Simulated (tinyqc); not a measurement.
# Memristor with linear dopant drift, Joglekar window: one period

A film of thickness D has a doped share x: R = Ron x + Roff (1 - x), i = v/R, dx/dt = k i F with k = mv Ron/D^2 and F = 1 - (2 x - 1)^(2 p). The drive is v = V0 sin(2 pi f t). The model has no threshold and no heating.

Step h = 1/(16 f), from t = j h. With g(t, x) = dx/dt: k1 = g(t, x), k2 = g(t + h/2, x + h k1/2), k3 = g(t + h/2, x + h k2/2), k4 = g(t + h, x + h k3), x(new) = x + h (k1 + 2 k2 + 2 k3 + k4)/6.

The 16 Runge-Kutta steps against a converged integration; i uses the converged x.

Parameters, values chosen for the exercise:

| symbol | value | unit | meaning |
|---|---|---|---|
| Ron | 200 | ohm | resistance of the fully doped film |
| Roff | 20000 | ohm | resistance of the undoped film |
| D | 15 | nm | film thickness |
| mv | 1.6e-14 | m^2/(V s) | dopant mobility |
| x0 | 0.19 |  | doped share at t = 0 |
| V0 | 0.9 | V | amplitude |
| p | 1 |  | window exponent |
| f | 0.87 | Hz | frequency |

One period:

| j | v (V) | x, coarse steps | x, converged | i (uA) |
|---|---|---|---|---|
| 0 | 0.00000 | 0.19000 | 0.19000 | 0.000 |
| 1 | 0.34442 | 0.19688 | 0.19688 | 21.390 |
| 2 | 0.63640 | 0.21786 | 0.21786 | 40.570 |
| 3 | 0.83149 | 0.25349 | 0.25349 | 55.503 |
| 4 | 0.90000 | 0.30303 | 0.30303 | 64.286 |
| 5 | 0.83149 | 0.36219 | 0.36219 | 64.815 |
| 6 | 0.63640 | 0.42121 | 0.42121 | 54.579 |
| 7 | 0.34442 | 0.46584 | 0.46584 | 31.960 |
| 8 | 0.00000 | 0.48259 | 0.48260 | 0.000 |
| 9 | -0.34442 | 0.46584 | 0.46584 | -31.960 |
| 10 | -0.63640 | 0.42121 | 0.42121 | -54.579 |
| 11 | -0.83149 | 0.36219 | 0.36219 | -64.815 |
| 12 | -0.90000 | 0.30303 | 0.30303 | -64.286 |
| 13 | -0.83149 | 0.25348 | 0.25349 | -55.503 |
| 14 | -0.63640 | 0.21786 | 0.21786 | -40.570 |
| 15 | -0.34442 | 0.19688 | 0.19688 | -21.390 |
| 16 | 0.00000 | 0.19000 | 0.19000 | 0.000 |

The current vanishes with the voltage (pinched loop). At the same voltage, j = 2 and 6, it is 40.6 uA on the way up and 54.6 uA on the way down. x peaks at 0.4826 at half period and ends at 0.1900, its starting value: the state is a function of the flux alone. The coarse steps miss by at most 2.1e-6.

tinyqc, about 0.2 s, one thread, Intel Xeon 2.30GHz (shared host): `OMP_NUM_THREADS=1 python tinyqc.py 2880040 2880041 out.jsonl`
